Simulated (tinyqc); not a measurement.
Length of a molecular wire: coherent transport through a tight-binding bridge. Computed by the program tinyqc. T = Gamma_L Gamma_R |G_1n|^2 with the self-energies of semi-infinite chains.

A uniform bridge between two chains:

| parameter | value |
|---|---|
| site energy (eV) | 0.310000 |
| hopping in the bridge (eV) | 0.520000 |
| lead hopping (eV) | 2.710000 |
| couplings (eV) | 0.86, 0.97 |
| E (eV) | 0.330000 |

Transmission against length:

| sites | T | ln T |
|---|---|---|
| 2 | 7.6723e-01 | -0.265 |
| 3 | 9.8564e-01 | -0.014 |
| 4 | 7.6700e-01 | -0.265 |
| 5 | 9.8560e-01 | -0.015 |
| 6 | 7.6727e-01 | -0.265 |
| 7 | 9.8473e-01 | -0.015 |
| 9 | 9.8305e-01 | -0.017 |
| 10 | 7.6933e-01 | -0.262 |

Estimate the missing row, sites = 8.

Computed row:
```
sites           T    ln T
8      7.6805e-01  -0.264
```

E lies inside the band of the bridge (|E - e|/2h = 0.019 < 1): T does not decay but oscillates with length, between 0.767 and 0.986 here, as levels of the bridge pass E.
